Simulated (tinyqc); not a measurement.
Classical nucleation, growth and JMAK kinetics of crystallisation from a melt or glass: one step, computed by the program tinyqc. Command: `OMP_NUM_THREADS=1 python tinyqc.py 3026623 3026624 out.jsonl nucl walk`. One thread of a shared host (Intel(R) Xeon(R) Processor @ 2.30GHz), about 0.01 s of CPU time with the checks.

A spherical nucleus cap on a flat wall with a sharp interface of isotropic energy gamma; lambda = Omega^(1/3) is the jump distance.

Task: Steady nucleation rate. Driving force per volume: dG = H [(T_m - T)/T_m] [2 T/(T_m + T)]. Shape factor f = (2 + cos theta)(1 - cos theta)^2/4. W(r) = f [4 pi r^2 gamma - (4/3) pi r^3 dG]; r* = 2 gamma/dG; W* = f 16 pi gamma^3/(3 dG^2); n* = f (4/3) pi r*^3/Omega. D = D0 exp(-Q/(k_B T)); attachment rate k+ = (A*/lambda^2) D/lambda^2 with A* = 2 pi r*^2 (1 - cos theta); Zeldovich factor Z = sqrt(W*/(3 pi k_B T))/n*; sites per volume N = S_v/lambda^2; I = N Z k+ exp(-W*/(k_B T)); lag time = 1/(4 pi Z^2 k+).

Inputs (values chosen for the exercise, for a model substance):
```
quantity                        value        unit
melting point T_m                1680           K
heat of melting per volume H     2290      J/cm^3
interface energy gamma          0.196       J/m^2
atomic volume Omega              31.8  angstrom^3
temperature T                    1270           K
diffusion prefactor D0        2.3e-06       m^2/s
activation energy Q              2.19          eV
contact angle theta                60     degrees
wall area per volume S_v      5.7e+06         1/m
```

Nucleation: on a flat wall. Driving force: Thompson-Spaepen.

Constants: k_B = 8.617333262e-05 eV/K; k_B = 1.380649e-23 J/K.

Give: diffusivity D; attachment rate k+; Zeldovich factor Z; sites N; nucleation rate I; lag time.

Result:

diffusivity D = 4.6891e-15 m^2/s

attachment rate k+ = 9.7035e+05 1/s

Zeldovich factor Z = 0.064505

sites N = 5.6788e+25 1/m^3

nucleation rate I = 2.7682e+28 1/(m^3 s)

lag time = 1.9709e-05 s
